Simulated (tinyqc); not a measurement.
Dopants and charged point defects at anneal temperature: Fermi-level effect, clustering and pairing: one step, computed by the program tinyqc.

Boltzmann statistics and full ionisation of active dopants. Energies are counted from the valence band; the defect (a vacancy or self-interstitial) has five charge states, with all degeneracy factors one.

Question. Dopant diffusivity. If every charge state of the defect carries the dopant equally well, D = D_i x enhancement x h x (active share A/N, a rough stand-in that overstates the dA/dN which immobile clusters call for), D_i being an input held fixed when T or H_f is moved; diffusion length 2 sqrt(D t).

Inputs (values chosen for the exercise, with bands modelled on InP):
```
quantity                            value    unit
anneal temperature T                  950       K
total dopant density N            6.5e+19   cm^-3
intrinsic dopant diffusivity D_i  4.6e-16  cm^2/s
anneal time t                        1000       s
```

Dopant: donor. Second part: clustering of the dopant.

enhancement over intrinsic = 159.0800

field enhancement h = 1.999792

active density A = 1.319025e+18 cm^-3

Give: effective diffusivity D; D/D_i; diffusion length.

Answer.

effective diffusivity D = 2.9696e-15 cm^2/s

D/D_i = 6.4557

diffusion length = 34.465 nm
